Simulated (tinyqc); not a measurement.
Worked calculation: MP2 on RHF in the sto-6g basis, for H4, spin multiplicity 1. One step of it, computed by the program tinyqc.

Problem. Iteration 1: diagonalisation and new density. Diagonalise F' = X^T F X, C = X C', fill 2 alpha and 2 beta electrons from the bottom; D = 2 C_occ C_occ^T. Each column has its largest component positive (the first on a tie).

Fock matrix F (hartree), lower triangle:
```
           1H 1s      2H 1s      3H 1s      4H 1s
1H 1s  -0.339006
2H 1s  -0.566136  -0.339006
3H 1s  -0.261271  -0.240170  -0.339006
4H 1s  -0.240170  -0.261271  -0.566136  -0.339006
```

X:
```
               1          2          3         4
1H 1s   0.883434   0.703704   0.486981  0.343349
2H 1s  -0.883434  -0.703704   0.486981  0.343349
3H 1s  -0.883434   0.703704  -0.486981  0.343349
4H 1s   0.883434  -0.703704  -0.486981  0.343349
```

Give: F' = X^T F X; orbital energies; coefficients C; D after iteration 1.

Solution.

F' = X^T F X (hartree), lower triangle:
```
        1       2        3        4
1  0.7749
2  0.0000  0.4081
3  0.0000  0.0000  -0.3830
4  0.0000  0.0000   0.0000  -0.6633
```

orbital energies (hartree): MO1 -0.6633, MO2 -0.3830, MO3 0.4081, MO4 0.7749

coefficients C:
```
          MO1      MO2      MO3      MO4
1H 1s  0.3433   0.4870   0.7037   0.8834
2H 1s  0.3433   0.4870  -0.7037  -0.8834
3H 1s  0.3433  -0.4870   0.7037  -0.8834
4H 1s  0.3433  -0.4870  -0.7037   0.8834
```

D after iteration 1, lower triangle:
```
         1H 1s    2H 1s   3H 1s   4H 1s
1H 1s   0.7101
2H 1s   0.7101   0.7101
3H 1s  -0.2385  -0.2385  0.7101
4H 1s  -0.2385  -0.2385  0.7101  0.7101
```
